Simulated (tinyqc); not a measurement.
Worked calculation: short-period [001] superlattice in sp3s* tight binding. Values are carried at full precision from step to step, so a last printed digit may differ when a step is redone from the rounded ones.

sp3s* tight binding, nearest neighbours only: anion (a) at 0, cation (c) at a/4 (1,1,1), orbitals s, px, py, pz, s* on each; k in units of 2 pi/a. With phases e_j = exp(i (pi/2) k.n_j) for n = (1,1,1), (1,-1,-1), (-1,1,-1), (-1,-1,1): g0 = (e1+e2+e3+e4)/4, g1 = (e1+e2-e3-e4)/4, g2 = (e1-e2+e3-e4)/4, g3 = (e1-e2-e3+e4)/4. The diagonal holds the levels Esa, Epa, Exa (s*) and Esc, Epc, Exc. Anion-cation block: <sa|sc> = Vss g0; <sa|xc> = Vsapc g1; <xa|sc> = -Vscpa g1; <xa|xc> = Vxx g0; <xa|yc> = <ya|xc> = Vxy g3, <xa|zc> = <za|xc> = Vxy g2, <ya|zc> = <za|yc> = Vxy g1; <s*a|xc> = Vxapc g1; <xa|s*c> = -Vpaxc g1; y and z take g2 and g3 in place of g1; s-s* and s*-s* vanish.

Values chosen for the exercise (A near a published set for GaAs, B for AlAs; not measured data):
- pA = (-8.33, 1.043, -2.652, 3.679, 8.565, 6.746, -6.46, 1.958, 5.066, 4.471, 5.795, 4.838, 4.795) eV (order Esa, Epa, Esc, Epc, Exa, Exc, Vss, Vxx, Vxy, Vsapc, Vscpa, Vxapc, Vpaxc)
- pB = (-7.545, 0.985, -1.163, 3.583, 7.497, 6.709, -6.648, 1.874, 4.293, 5.099, 5.482, 4.529, 4.996) eV (the same for B)
- dEv = 0.44 eV (valence offset: Ev(B) lies this far below Ev(A))
- n = 2 (monolayers of A)
- m = 1 (monolayers of B)

## Band line-up of the two bulk crystals

Edges on the common scale: Ev, the conduction level at Gamma, the minimum on (kx,0,0) for kx from 0.5 to 1, and the level at X.

Edges (eV):
```
crystal       Ev   Gamma  Delta minimum       X
A         0.0000  1.5646         2.0275  2.0275
B        -0.4400  2.5764         1.8131  1.8449
```

For Gamma electrons A is the well, 1.012 eV deep; for X electrons B is, 0.183 eV deep; holes sit in A.

## Shifted levels

Planes alternate anion, cation along [001], a/4 apart; at zero in-plane momentum s, pz, s* form one block. All levels of A are shifted so that its Ev (lower root of [[Epa, Vxx], [Vxx, Epc]]) is 0, and those of B so that its Ev is -dEv. A monolayer is an anion plane and the cation plane above it; an anion between unlike cations takes the mean of the two anion levels; each bond takes the couplings of its cation. Block from an anion to the cation above: U with Vss/2 (s,s), Vsapc/2 (s,z), -Vscpa/2 (z,s), Vxx/2 (z,z), Vxapc/2 (s*,z), -Vpaxc/2 (z,s*); to the cation below: the same with the s-z and s*-z signs reversed. The cell of n + m monolayers is closed with the phase exp(2 pi i q). No spin-orbit coupling. In this block 2 (n + m) levels are filled.

Parameters in the order Esa, Epa, Esc, Epc, Exa, Exc, Vss, Vxx, Vxy, Vsapc, Vscpa, Vxapc, Vpaxc. Find Ev of each set and shift the levels.

Ev before the shift (eV): A 0.0007, B 0.0038

Levels (eV):
```
plane                  s       p      s*
anion A          -8.3307  1.0423  8.5643
cation A         -2.6527  3.6783  6.7453
anion B          -7.9888  0.5412  7.0532
cation B         -1.6068  3.1392  6.2652
interface anion  -8.1598  0.7917  7.8087
```

## The matrix for n = 2, m = 1 at q = 0

Planes in the order a1, c1, a2, c2, ...; the A cations come first.

H (eV):
```
        sa1     za1     *a1     sc1     zc1     *c1     sa2     za2     *a2     sc2     zc2     *c2
sa1  -8.160       0       0  -3.230   2.236       0       0       0       0       0       0       0
za1       0   0.792       0  -2.897   0.979  -2.397       0       0       0       0       0       0
*a1       0       0   7.809       0   2.419       0       0       0       0       0       0       0
sc1  -3.230  -2.897       0  -2.653       0       0  -3.230   2.897       0       0       0       0
zc1   2.236   0.979   2.419       0   3.678       0  -2.236   0.979  -2.419       0       0       0
*c1       0  -2.397       0       0       0   6.745       0   2.397       0       0       0       0
sa2       0       0       0  -3.230  -2.236       0  -8.331       0       0  -3.230   2.236       0
za2       0       0       0   2.897   0.979   2.397       0   1.042       0  -2.897   0.979  -2.397
*a2       0       0       0       0  -2.419       0       0       0   8.564       0   2.419       0
sc2       0       0       0       0       0       0  -3.230  -2.897       0  -2.653       0       0
zc2       0       0       0       0       0       0   2.236   0.979   2.419       0   3.678       0
*c2       0       0       0       0       0       0       0  -2.397       0       0       0   6.745
sa3       0       0       0       0       0       0       0       0       0  -3.230  -2.236       0
za3       0       0       0       0       0       0       0       0       0   2.897   0.979   2.397
*a3       0       0       0       0       0       0       0       0       0       0  -2.419       0
sc3  -3.324   2.741       0       0       0       0       0       0       0       0       0       0
zc3  -2.550   0.937  -2.264       0       0       0       0       0       0       0       0       0
*c3       0   2.498       0       0       0       0       0       0       0       0       0       0

        sa3     za3     *a3     sc3     zc3     *c3
sa1       0       0       0  -3.324  -2.550       0
za1       0       0       0   2.741   0.937   2.498
*a1       0       0       0       0  -2.264       0
sc1       0       0       0       0       0       0
zc1       0       0       0       0       0       0
*c1       0       0       0       0       0       0
sa2       0       0       0       0       0       0
za2       0       0       0       0       0       0
*a2       0       0       0       0       0       0
sc2  -3.230   2.897       0       0       0       0
zc2  -2.236   0.979  -2.419       0       0       0
*c2       0   2.397       0       0       0       0
sa3  -8.160       0       0  -3.324   2.550       0
za3       0   0.792       0  -2.741   0.937  -2.498
*a3       0       0   7.809       0   2.264       0
sc3  -3.324  -2.741       0  -1.607       0       0
zc3   2.550   0.937   2.264       0   3.139       0
*c3       0  -2.498       0       0       0   6.265
```

## Levels of the small cell

Diagonalise (s, pz, s* block of a cell with n = 2, m = 1; px and py are apart). The lowest 6 levels are filled. Give the share of the cation weight of the lowest empty level that lies on the A cations, c1 and c2.

levels (eV): [-12.436, -11.065, -10.867, -5.809, -5.463, -0.144, 1.828, 2.215, 2.230, 2.732, 2.810, 4.523, 6.586, 8.037, 9.308, 9.449, 10.492, 11.070]

share on A cations = 0.830

The lowest empty level is number 7, at 1.828 eV.

## Checks

- Cell of two equal monolayers against the bulk levels at Gamma and X: they agree to 1e-10 or better.

(tinyqc, `OMP_NUM_THREADS=1 python tinyqc.py 1450805 1450806 out.jsonl`, Intel(R) Xeon(R) Processor @ 2.30GHz, 1 thread, shared host, about 0.5 s.)
